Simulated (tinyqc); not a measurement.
Octagonal on-chip spiral inductor, lumped pi model: two steps of the calculation.

Outer diameter do = di + 2 n wd + 2 (n - 1) sp, mean da = (do + di)/2, fill p = (do - di)/(do + di), length l = 3.314 n da. L = 2.25 mu0 n^2 da/(1 + 3.55 p), mu0 = 4 pi 1e-7 H/m. Rs = rho l/(wd delta (1 - exp(-th/delta))), delta = sqrt(rho/(pi f mu0)). Cs = n wd^2 eps0 eo/hu across the coil. At each end Cox = l wd eps0 eo/(2 ho) leads to the substrate branch Rsi = 2 rs he/(l wd) in parallel with Csi = l wd eps0 11.7/(2 he). With one end grounded Y = 1/(Rs + i w L) + i w Cs + 1/[1/(i w Cox) + 1/(1/Rsi + i w Csi)], w = 2 pi f; Q = -Im Y/Re Y. Eddy currents in neighbouring turns and in the substrate are left out.

Parameters, values chosen for the exercise; values of the order met in silicon radio-frequency processes:
```
symbol,value,unit,meaning
n,6.5,,number of turns
wd,20,um,line width
sp,3,um,space between turns
di,80,um,inner diameter
th,0.9,um,metal thickness
rho,2.2,uohm cm,metal resistivity
ho,6.8,um,oxide below the coil
hu,1.1,um,oxide between coil and underpass
eo,3.9,,relative permittivity of the oxide
rs,100,ohm cm,substrate resistivity
he,50,um,effective spreading depth in the substrate
f,2.1,GHz,frequency
```

Constants: eps0 = 8.8541878128e-12 F/m. Results are converted to the units shown.

Question 1. Geometry and model elements. do, l, L, delta, Rs, Cs, Cox, Rsi and Csi as defined.

Find: do; l; L; delta; Rs; Cs; Cox; Rsi; Csi.

Answer 1.

do = 373.0 um
l = 4879 um
L = 8.209 nH
delta = 1.629 um
Rs = 7.761 ohm
Cs = 81.62 fF
Cox = 247.8 fF
Rsi = 1025 ohm
Csi = 101.1 fF

Question 2. Admittance, quality factor and apparent inductance. Series branch 1/(Rs + i w L), substrate branch, total Y, Q = -Im Y/Re Y, apparent inductance Im(1/Y)/w, metal-only value w L/Rs, share of the loss in the substrate Re(substrate branch)/Re Y.

L = 8.2088452 nH
Rs = 7.7614948 ohm
Cs = 81.619513 fF
Cox = 247.76416 fF
Rsi = 1024.7925 ohm
Csi = 101.08778 fF

Find: series branch; substrate branch; Y; Q; apparent inductance; w L/Rs; share of the loss in the substrate.

Answer 2.

series branch = 0.6582-9.1853i mS
substrate branch = 0.4710+1.0472i mS
Y = 1.1293-7.0612i mS
Q = 6.2530
apparent inductance = 10.465 nH
w L/Rs = 13.955
share of the loss in the substrate = 41.713 %

Q is 44.8 % of the metal-only value.

Numbers from tinyqc (`OMP_NUM_THREADS=1 python tinyqc.py 2302170 2302171 out.jsonl`; about 0.01 s on one thread of a shared Intel Xeon 2.30GHz).
